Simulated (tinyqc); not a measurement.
# Hot electrons in a saturated n-channel MOSFET, lucky-electron model: several studies

Beyond pinch-off the lateral field grows as Esat cosh(y/l) over the velocity-saturated region (pseudo-two-dimensional model). Impact ionisation in this region gives the substrate current, which biases the body forward through Rsub. Currents are per width. Local-field laws: they overstate ionisation when the field peak is narrower than an energy relaxation length.

Inputs (values chosen for the exercise); values close to those of silicon n-channel devices: channel length L = 0.8 um; oxide thickness tox = 16 nm; junction depth xj = 230 nm; threshold VT = 0.62 V; effective mobility mu = 270 cm^2/(V s); saturation velocity vs = 7.7e6 cm/s; ionisation prefactor Ai = 2e6 1/cm; ionisation field Bi = 1.62 MV/cm; resistance of the lightly doped drain Rd = 400 ohm um; substrate resistance Rsub = 8100 ohm um; fall of VT per volt of forward body bias kb = 0.35; lifetime exponent m = 3.2; lifetime constant Hl = 4100 s uA/um; drain voltage Vd = 3.6 V; gate voltage Vg = 2 V.

Constants: eps0 = 8.8541878128e-14 F/cm where lengths are in cm. Results are converted to the units shown.

Each table varies one quantity; the others keep the values above.

## Effect of the gate voltage

Cox = 3.9 eps0/tox, l = sqrt(3 tox xj), Esat = 2 vs/mu. Overdrive g = Vg - VT + kb Vb; Vdsat = g Esat L/(g + Esat L); Id = Cox vs (g - Vdsat); dV = Vd - Id Rd - Vdsat; Em = sqrt((dV/l)^2 + Esat^2); Isub = Id (Ai/Bi) l Em exp(-Bi/Em). Vb = Rsub Isub is solved self-consistently. Lifetime tau = (Hl/Id)(Isub/Id)^(-m); 1 year = 3.15576e7 s.

Effect of the gate voltage:
```
Vg (V),Id (uA/um),Em (MV/cm),Isub (uA/um),Isub/Id,tau (years)
0.77,0.7942,0.3337,0.02677,0.03372,8.409
1.12,8.220,0.3048,0.1597,0.01943,4.738
1.48,22.70,0.2787,0.2456,0.01082,11.18
1.83,42.19,0.2564,0.2529,0.005993,39.81
2.19,66.84,0.2359,0.2128,0.003184,190.2
2.54,94.53,0.2180,0.1583,0.001674,1051
2.89,125.3,0.2018,0.1070,8.540e-4,6838
3.25,159.8,0.1867,0.06589,4.123e-4,5.514e4
3.6,195.7,0.1733,0.03824,1.954e-4,4.908e5
```

As Vg goes from 0.77 to 3.6 V, Em falls from 0.334 to 0.173 MV/cm, Isub goes from 0.0268 through a maximum of 0.253 (at Vg = 1.83 V among the rows listed) to 0.0382 uA/um and tau goes from 8.41 through a minimum of 4.74 (at Vg = 1.12 V among the rows listed) to 4.91e5 years. Id grows with Vg while the rising Vdsat lowers the field, hence the bell shape; the peak row has Vg/Vd = 0.51. For Vg = 2.54 to 3.6 V tau is a far extrapolation that only says that hot carriers are no limit.

## Effect of the junction depth

Same model as above.

Results:
```
xj (nm),Id (uA/um),Em (MV/cm),Isub (uA/um),Isub/Id,tau (years)
92,53.727,0.38272,2.4478,0.045560,0.047425
120,53.517,0.33648,1.3685,0.025572,0.30224
230,53.298,0.24641,0.23775,0.0044607,81.072
310,53.270,0.21423,0.089358,0.0016775,1854.8
420,53.258,0.18636,0.029193,5.4813e-4,66505
580,53.254,0.16139,0.0077414,1.4537e-4,4.6497e6
```

Estimate the missing row, xj = 170 nm.

Computed row:
```
xj (nm),Id (uA/um),Em (MV/cm),Isub (uA/um),Isub/Id,tau (years)
170,53.363,0.28454,0.57032,0.010688,4.9434
```

With this row back in the table: As xj goes from 92 to 580 nm, Em falls from 0.383 to 0.161 MV/cm, Isub falls from 2.45 to 0.00774 uA/um and tau rises from 0.0474 to 4.65e6 years. From the first row to the last, log10(tau) changes by 8.0: 8.0 from (Isub/Id)^(-m), which holds Em and l, and under 0.005 from 1/Id. For xj = 310 to 580 nm tau is a far extrapolation that only says that hot carriers are no limit.

## Effect of the drain voltage

Same model as above.

Effect of the drain voltage:
```
Vd (V),Id (uA/um),Em (MV/cm),Isub (uA/um),Isub/Id,tau (years)
2.2,53.25,0.1208,1.254e-4,2.356e-6,2.492e12
2.46,53.25,0.1431,0.001199,2.252e-5,1.815e9
2.71,53.25,0.1652,0.006292,1.181e-4,9.028e6
2.97,53.26,0.1886,0.02427,4.556e-4,1.201e5
3.23,53.27,0.2123,0.07129,0.001338,3821
3.49,53.29,0.2362,0.1718,0.003223,229.4
3.74,53.32,0.2594,0.3477,0.006522,24.03
4,53.38,0.2835,0.6477,0.01213,3.292
```

As Vd goes from 2.2 to 4 V, Em rises from 0.121 to 0.284 MV/cm, Isub rises from 1.25e-4 to 0.648 uA/um and tau falls from 2.49e12 to 3.29 years. The slope of ln(tau) against 1/Vd is 150 V between the first two rows and 114 V between the last two; ten years are last met at Vd = 3.74 V among the rows. For Vd = 2.2 to 3.23 V tau is a far extrapolation that only says that hot carriers are no limit.

Program tinyqc, `OMP_NUM_THREADS=1 python tinyqc.py 2550038 2550039 out.jsonl`; Intel Xeon 2.30GHz, shared host, one thread, about 0.01 s.
